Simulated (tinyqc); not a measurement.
Inside a calculation: static screening by free carriers. Values are carried at full precision from step to step, so a last printed digit may differ when a step is redone from the rounded ones.

kF = (3 pi^2 n/Mv)^(1/3), EF = c kF^2/m with c = hbar^2/2m0, n in 1/angstrom^3 (1e-24 per 1/cm^3), e2 = e^2/(4 pi eps0). Thomas-Fermi: qTF^2 = 6 pi e2 n/(eps EF). Debye: qD^2 = 4 pi e2 n/(eps kB T).

Constants: hbar^2/2m0 = 3.80998211 eV angstrom^2; e^2/(4 pi eps0) = 14.39964547 eV angstrom; kB = 8.617333262e-05 eV/K; a0 (Bohr radius) = 0.5291772105 angstrom.

Values chosen for the exercise (a free-electron density near that of Ag; shifted at random, so the results belong to these values and not to a real crystal): n = 6.02e+22 1/cm^3 (carrier density); m = 1 m0 (mass of one isotropic valley); Mv = 1 (valleys); eps = 1 (background dielectric constant); T = 300 K; q = 2.33 1/angstrom (wave vector).

## Fermi and screening wave vectors

Also the effective Bohr radius aB = a0 eps/m and rs = (3/(4 pi n))^(1/3)/aB.

kF = 1.2125 1/angstrom
EF at 0 K = 5601 meV
EF/kT = 217
qTF = 1.7080 1/angstrom
qD = 20.527 1/angstrom
aB = 0.5292 angstrom
rs = 2.99

The gas is degenerate, so the Thomas-Fermi value applies. With rs above 1 exchange and correlation, left out here, are not small.

## Lindhard function at one q

Lindhard at zero temperature: eps(q)/eps = 1 + (qTF/q)^2 L(x), x = q/(2 kF), L(x) = 1/2 + ((1 - x^2)/(4x)) ln|(1 + x)/(1 - x)|.

Compare with Thomas-Fermi, 1 + (qTF/q)^2.

x = 0.9608
L(x) = 0.5782
eps(q)/eps, Lindhard = 1.311
eps(q)/eps, Thomas-Fermi = 1.537

The carriers respond with 58 % of their long-wave strength at this q.

## Checks

- L(x) at x = 0.7 against the integral over the Fermi sphere: both 0.81595.

tinyqc: `OMP_NUM_THREADS=1 python tinyqc.py 1651539 1651540 out.jsonl`; about 0.01 s, one thread, shared Intel(R) Xeon(R) Processor @ 2.30GHz.
